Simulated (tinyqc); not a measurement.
Floating body of a partially depleted SOI transistor: body voltage and kink: one step of the calculation.

Source at 0 V. Channel current Ic = 2 nf K Vt^2 [F(0) - F(Vd)](1 + la Vd), F(V) = ln^2(1 + exp((Vg - VT - nf V)/(2 nf Vt))), VT = VT0 - gb Vb. Saturation voltage Vs = 2 Vt sqrt(F(0)) + 3 Vt, excess Ve = (Vd - Vs + sqrt((Vd - Vs)^2 + 0.0004 V^2))/2, multiplication M1 = Ai Ve exp(-Bl/Ve). Each junction passes D(v) = J1 (exp(v/Vt) - 1) + J2 (exp(v/(2 Vt)) - 1). Bipolar current Ib = bb J1 (exp(Vb/Vt) - 1). The body settles where M1 (Ic + Ib) = D(Vb) + D(Vb - Vd) + Vb/Rb; drain current Id = (1 + M1)(Ic + Ib) - D(Vb - Vd).

Question. Drain current with floating and with grounded body. Id and VT at the converged Vb, Id at Vb = 0, their ratio, and the bipolar share Ib/(Ic + Ib).

Values chosen for this exercise; values of the order met in partially depleted silicon-on-insulator transistors: temperature T = 330 K; threshold at zero body voltage VT0 = 0.47 V; fall of the threshold per volt of body voltage gb = 0.33; slope factor nf = 1.19; gain factor per width K = 590 uA/(V^2 um); channel-length modulation factor la = 0.03 1/V; impact-ionisation prefactor Ai = 3.9 1/V; impact-ionisation voltage Bl = 7.3 V; diffusion saturation current of each junction J1 = 3.7e-11 uA/um; recombination saturation current of each junction J2 = 2.2e-7 uA/um; gain of the lateral bipolar transistor on the diffusion current bb = 1; resistance of a weak body tie to the source (1e9 stands for no tie, and the term is then dropped) Rb = 70000 kohm um; gate voltage Vg = 0.94 V; drain voltage Vd = 2.3 V.

Constants: q = 1.602176634e-19 C, kB = 1.380649e-23 J/K, Vt = kB T/q. Results are converted to the units shown.

converged Vb = 0.74795846 V

Find: VT; Id, floating; Id, grounded; ratio; bipolar share.

Answer.

VT = 0.2232 V
Id, floating = 155.9 uA/um
Id, grounded = 66.08 uA/um
ratio = 2.359
bipolar share = 6.711 %

The body rises to 0.748 V and lowers the threshold by 247 mV.

Range of the model: The multiplication law is an empirical form chosen for the exercise; self-heating and capacitive coupling to the body are left out, and the linear laws are rough once Vb passes about 0.7 V or M1 about 0.1.

Computed by the program tinyqc: `OMP_NUM_THREADS=1 python tinyqc.py 2182068 2182069 out.jsonl`, one thread of a shared Intel Xeon 2.30GHz, about 0.2 s for the whole run.
